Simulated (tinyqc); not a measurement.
Geometry optimisation on the RHF/sto-3g surface (energies and gradients from PySCF), for BeH2, spin multiplicity 1, step by step. Computed by tinyqc, a small Python program that keeps every step (integrals from PySCF). Settings: charge = 0, multiplicity = 1, basis = sto-3g, optimiser = bfgs, first Hessian = 1.0, largest step = 0.3, iteration cap = 30. Command: `OMP_NUM_THREADS=1 python tinyqc.py 23384 23385 out.jsonl` (the two numbers bound the seeds that draw the settings). One thread of a shared host (Intel(R) Xeon(R) Processor @ 2.60GHz), about 0.6 s of CPU time with the checks.

## Step 1: energy and gradient

positions at the start (bohr):
```
             x          y          z
1Be  -0.088817   0.022677  -0.111494
2H   -0.039684   2.560579   0.306136
3H    0.069920  -2.532233   0.251334
```

Self-consistent energy and analytic gradient at these positions.

energy = -15.55401169 hartree

gradient (hartree/bohr):
```
               x            y            z
1Be  -0.00623099   0.00247198  -0.02321455
2H    0.00248954   0.02598835   0.01174957
3H    0.00374144  -0.02846033   0.01146497
```

## Step 1: move

Quasi-Newton step p = -H^(-1) g (first H = 1 times the unit matrix); steps longer than 0.3 bohr are cut back.

positions after step 1 (bohr):
```
             x          y          z
1Be  -0.082586   0.020205  -0.088279
2H   -0.042174   2.534591   0.294386
3H    0.066178  -2.503773   0.239869
```

## Step 2: energy and gradient

As before.

energy = -15.55615457 hartree

gradient (hartree/bohr):
```
               x            y            z
1Be  -0.00534666   0.00124785  -0.01999995
2H    0.00219184   0.02091253   0.01016402
3H    0.00315482  -0.02216038   0.00983593
```

## Step 2: move

inverse Hessian in use (bohr^2/hartree), lower triangle:
```
           1          2          3          4          5          6          7          8
1   1.081173
2  -0.019683   1.002842
3   0.303571  -0.073788   2.135282
4  -0.033229   0.008181  -0.124261   1.013595
5  -0.318666   0.074203  -1.192033   0.130647   2.246137
6  -0.154241   0.037582  -0.576814   0.063129   0.605802   1.293063
7  -0.047943   0.011502  -0.179311   0.019634   0.188020   0.091111   1.028309
8   0.338349  -0.077044   1.265820  -0.138827  -1.320340  -0.643384  -0.199522   2.397384
9  -0.149331   0.036206  -0.558468   0.061131   0.586231   0.283751   0.088199  -0.622437

          9
9  1.274717
```

Quasi-Newton step p = -H^(-1) g (the inverse Hessian comes from BFGS updates; coordinates in the order x, y, z of each atom); steps longer than 0.3 bohr are cut back.

positions after step 2 (bohr):
```
             x          y         z
1Be  -0.053287   0.013321  0.021315
2H   -0.054182   2.419919  0.238692
3H    0.048887  -2.382217  0.185968
```

## Convergence

Stop when the largest gradient component is below 3e-5 hartree/bohr. The inverse Hessian follows the BFGS update with s = step, y = change of gradient.

Course of the optimisation:
```
step   E (hartree)  largest gradient (hartree/bohr)
1     -15.55401169                         2.85e-02
2     -15.55615457                         2.22e-02
3     -15.56028274                         9.06e-03
4     -15.56046351                         7.31e-03
5     -15.56099980                         5.32e-03
6     -15.56124317                         5.47e-03
7     -15.56133693                         2.59e-03
8     -15.56135264                         2.65e-04
9     -15.56135281                         6.44e-06
```

Final distances (angstrom):
```
pair    distance
2H-1Be  1.290536
3H-1Be  1.290546
3H-2H   2.581083
```

Converged in 9 steps.
